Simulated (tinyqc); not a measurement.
Biaxially strained (001) channel, valley splitting in an inversion layer: one step of the calculation.

A thin layer grown on a relaxed buffer is stretched in the plane. The two valleys with their long axis along the growth direction (D2) sink against the four in-plane ones (D4); confinement in a triangular well splits them too. Only the lowest subband of each set is kept; one relaxation time, so the weakening of intervalley scattering is left out.

Problem. Subband edges and densities of states. Levels E(m) = 2.33811 (hbar^2 q^2 F^2/(2 m))^(1/3): E2 = E(ml), E4 = E(mt) + D; N2 = 2 mt kB T/(pi hbar^2), N4 = 4 sqrt(mt ml) kB T/(pi hbar^2).

Inputs (values chosen for the exercise); values close to those of silicon on relaxed silicon-germanium:
```
symbol,value,unit,meaning
T,300,K,temperature
x,0.33,,germanium share of the relaxed buffer
b1,0.0418,,lattice mismatch per unit x
c11,169,GPa,elastic constant
c12,62.8,GPa,elastic constant
Xu,8.89,eV,shear deformation potential
ml,0.893,m0,longitudinal mass
mt,0.191,m0,transverse mass
F,0.84,MV/cm,confining field
```

Constants: q = 1.602176634e-19 C, kB = 1.380649e-23 J/K, hbar = 1.054571817e-34 J s, m0 = 9.1093837015e-31 kg, hbar^2/(2 m0) = 0.0380998212 eV nm^2. Results are converted to the units shown.

D = 213.76570 meV

Give: E2; E4; N2; N4.

Solution.

E2 = 0.15670 eV
E4 = 0.47579 eV
N2 = 4.1253e12 cm^-2
N4 = 1.7840e13 cm^-2

Of the gap E4 - E2 = 319 meV, confinement gives 105 meV.

Computed by the program tinyqc: `OMP_NUM_THREADS=1 python tinyqc.py 2530157 2530158 out.jsonl`, one thread of a shared Intel Xeon 2.30GHz, about 0.02 s for the whole run.
